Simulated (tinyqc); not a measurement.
# Self-consistent Fermi level with native defects, at growth and after a quench, step by step

A worked calculation. Computed by tinyqc, a small Python program that keeps every step. Command: `OMP_NUM_THREADS=1 python tinyqc.py 3024783 3024784 out.jsonl scfermi walk`. One thread of a shared host (Intel(R) Xeon(R) Processor @ 2.30GHz), about 0.04 s of CPU time with the checks. Intermediate numbers are printed to about 6 digits and carried at full precision; extremes and crossings named in words are read from the listed rows.

Energies are counted from the top of the valence band (VBM); when the gap shrinks with temperature the conduction band moves and the levels stay. The added dopant is taken as fully ionised. D and A draw on one reservoir with opposite signs, as the two vacancies of a compound do.

Inputs (values chosen for the exercise, with bands modelled on InP):
```
quantity                                value   unit
gap E_g at 300 K                         1.36     eV
slope -dE_g/dT above 300 K             0.0003   eV/K
electron mass m_e                      0.0787    m_0
valleys M_c                                 1      -
hole mass m_h                           0.598    m_0
E_f of the neutral native donor D       1.252     eV
E_f of the neutral native acceptor A    1.153     eV
shift s of the chemical potential        0.27     eV
site density N_s                      2.4e+22  cm^-3
dopant density N_X                    5.6e+19  cm^-3
growth temperature T_g                    978      K
temperature of use T                      300      K
```

Added shallow dopant: donor.

levels of D above the VBM, most positive state first (eV): 0.689

levels of A above the VBM, (0/-1) first (eV): 0.114

Constants: m_0 = 9.1093837015e-31 kg; k_B = 1.380649e-23 J/K; h = 6.62607015e-34 J s; k_B = 8.617333262e-05 eV/K.

## Formation energies at E_F = 0

E_f(D, 0) = input + s and E_f(A, 0) = input - s; E_f(q, E_F = 0) follows from the levels, eps(q/q-1) = E_f(q - 1) - E_f(q) at E_F = 0.

E_f(q, E_F = 0) (eV): D(+1) 0.833, D(0) 1.522, A(0) 0.883, A(-1) 0.997

## Bands at growth

E_g(T) = E_g - slope x max(0, T - 300 K). N_c = 2 M_c (2 pi m_e k_B T/h^2)^(3/2) and N_v = 2 (2 pi m_h k_B T/h^2)^(3/2), masses in units of m_0. At growth T = T_g.

E_g(T_g) = 1.1566 eV

N_c(T_g) = 3.26107e+18 cm^-3

N_v(T_g) = 6.83046e+19 cm^-3

k_B T_g = 0.0842775 eV

## Charges across the gap at T_g

n = N_c F_1/2((E_F - E_g)/k_B T), p = N_v F_1/2(-E_F/k_B T). F_1/2(eta) = (2/sqrt(pi)) int_0^infinity sqrt(x)/(1 + exp(x - eta)) dx, by the trapezoid rule in t = sqrt(x) with step 0.02 up to t = 12 (for eta < -12 by exp(eta) - exp(2 eta)/2^(3/2)). In equilibrium c_q = N_s exp(-(E_f(q, 0) + q E_F)/k_B T). Net charge = p - n + sum q c_q + N_X; the log ratio is ln(positive charge/negative charge). Entries near or above N_s lie outside the dilute limit and only show that E_F cannot go there.

Densities (cm^-3):
```
E_F (eV)            n            p  charge on D  charge on A  log ratio
0.058     7.11398e+12  2.94898e+19  6.14833e+17  3.47861e+17    5.51149
0.231     5.54121e+13  4.30918e+18  7.89337e+16  2.70957e+18    3.10398
0.405     4.36751e+14  5.57407e+17  1.00142e+16  2.13574e+19    0.97402
0.578     3.40086e+15  7.17414e+16  1.28564e+15  1.66358e+20   -1.08750
0.752     2.67386e+16  9.10464e+15  1.63107e+14  1.31126e+21   -3.15325
0.925     2.04306e+17  1.16892e+15  2.09401e+13  1.02137e+22   -5.20614
1.099     1.41375e+18  1.48300e+14  2.65663e+12  8.05067e+22   -7.27076
```

## Equilibrium at growth

E_F is the root of the log ratio, by 50 bisections between -0.5 eV and E_g + 0.5 eV.

E_F at growth = 0.486562 eV

n at growth = 1.14949e+15 cm^-3

p at growth = 2.12151e+17 cm^-3

Defects at growth:
```
state  E_f (eV)    c (cm^-3)
D(+1)   1.31956  3.80463e+15
D(0)    1.52200  3.44446e+14
A(0)    0.88300  6.76055e+17
A(-1)   0.51044  5.62148e+19
```

total D = 4.14907e+15 cm^-3

total A = 5.68909e+19 cm^-3

The largest part of the positive charge comes from the dopant (100 %) and that of the negative charge from charged A (100 %). Caution: above about 2e19 cm^-3 defects interact, pair and form bands, which the dilute model leaves out.

## After the quench to T

After a quench the totals of D and A stay as grown, and each is shared among its charge states with weights exp(-(E_f(q, 0) + q E_F)/k_B T).

E_F after the quench = 0.221240 eV

n after the quench = 0.0410396 cm^-3

p after the quench = 2.22808e+15 cm^-3

Frozen defects:
```
state    c (cm^-3)  share of its total
D(+1)  4.14907e+15         1.00000e+00
D(0)   5.75338e+07         1.38667e-08
A(0)   8.84484e+17         1.55470e-02
A(-1)  5.60064e+19         9.84453e-01
```

The material is p-type with 2.23e15 carriers per cm^3. Carriers of the sign that the dopant should give amount to 7.3e-20 % of its density.

## Slow cooling against a quench

Each E_F by bisection; full equilibrium lets the defects form and vanish at every T.

Two histories (densities in cm^-3):
```
T (K)  E_F, equilibrium (eV)            n            p  all defects  E_F, frozen (eV)    n, frozen    p, frozen
840                 0.558341  3.77107e+14  2.42880e+16  5.61450e+19          0.427476  6.18486e+13  1.47978e+17
710                 0.626204  9.31394e+13  1.51653e+15  5.60144e+19          0.374501  1.52223e+12  9.27214e+16
570                 0.699318  1.08712e+13  1.99336e+13  5.60004e+19          0.320216  4.83464e+09  4.47995e+16
440                 0.767210  4.83349e+11  3.36097e+10  5.60000e+19          0.271882  1.02508e+06  1.58435e+16
300                 0.840325  1.03129e+09  8.86715e+04  5.60000e+19          0.221240  4.10396e-02  2.22808e+15
```

At 300 K equilibrium would leave 5.60e19 defects per cm^3 against 5.69e19 frozen in, and E_F differs by -0.619 eV. The two histories give opposite carrier types. Real samples lie between, set by the temperature at which diffusion stops.

Checks made by the program: neutrality at growth (relative difference below 1e-10).
